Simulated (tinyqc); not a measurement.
Capacitance of parallel on-chip lines from Laplace's equation on a mesh: two steps of the calculation.

Cross-section of an endless row of equal lines between two grounded planes; neighbours are driven in antiphase (+1 V and -1 V), so the plane midway between two lines is at 0 V. By symmetry one quarter is solved: x runs from the centre of a line (column 0, mirror) to that midplane (column 5, 0 V), y from the mid-height of the line (row 0, mirror) to the ground plane (row 3, 0 V). The line fills columns 0 to 2 and rows 0 to 1 at 1 V. Cells beside the line (below row 1) have e2, cells above have e1. Each link between nodes has the conductance g = mean permittivity of the two cells beside it (a cell beyond a mirror counts as 0), and the free nodes obey sum g (V_neighbour - V) = 0.

Values chosen for this exercise:
- e1 = 2.4 (relative permittivity above and below the lines)
- e2 = 1 (relative permittivity between the lines)
- om = 1.4 (over-relaxation factor)

Task 1. Link conductances. gx[j, i] joins node (row j, column i) to column i + 1, gy[j, i] to row j + 1.

Give: gx; gy.

Result 1.

gx:
```
         col 0    col 1    col 2    col 3    col 4
row 0  0.50000  0.50000  0.50000  0.50000  0.50000
row 1   1.7000   1.7000   1.7000   1.7000   1.7000
row 2   2.4000   2.4000   2.4000   2.4000   2.4000
row 3   1.2000   1.2000   1.2000   1.2000   1.2000
```

gy:
```
         col 0   col 1   col 2   col 3   col 4    col 5
row 0  0.50000  1.0000  1.0000  1.0000  1.0000  0.50000
row 1   1.2000  2.4000  2.4000  2.4000  2.4000   1.2000
row 2   1.2000  2.4000  2.4000  2.4000  2.4000   1.2000
```

Task 2. Relaxation sweep. One sweep visits the free nodes row by row from row 0, left to right, and replaces V by V + om (weighted mean of the neighbours - V), using new values at once.

V after sweep 1 (V):
```
           col 0      col 1      col 2      col 3      col 4      col 5
row 0  1.0000000  1.0000000  1.0000000  0.3500000  0.1225000  0.0000000
row 1  1.0000000  1.0000000  1.0000000  0.4220588  0.1729412  0.0000000
row 2  0.3500000  0.4725000  0.5153750  0.3281018  0.1753651  0.0000000
row 3  0.0000000  0.0000000  0.0000000  0.0000000  0.0000000  0.0000000
```

gx:
```
       col 0  col 1  col 2  col 3  col 4
row 0    0.5    0.5    0.5    0.5    0.5
row 1    1.7    1.7    1.7    1.7    1.7
row 2    2.4    2.4    2.4    2.4    2.4
row 3    1.2    1.2    1.2    1.2    1.2
```

gy:
```
       col 0  col 1  col 2  col 3  col 4  col 5
row 0    0.5      1      1      1      1    0.5
row 1    1.2    2.4    2.4    2.4    2.4    1.2
row 2    1.2    2.4    2.4    2.4    2.4    1.2
```

Give: V after sweep 2.

Result 2.

V after sweep 2 (V):
```
        col 0   col 1   col 2   col 3   col 4   col 5
row 0  1.0000  1.0000  1.0000  0.5483  0.2640  0.0000
row 1  1.0000  1.0000  1.0000  0.5167  0.2527  0.0000
row 2  0.5407  0.5306  0.4444  0.2665  0.1116  0.0000
row 3  0.0000  0.0000  0.0000  0.0000  0.0000  0.0000
```

tinyqc, about 1 s, one thread, Intel Xeon 2.30GHz (shared host): `OMP_NUM_THREADS=1 python tinyqc.py 2790133 2790134 out.jsonl`
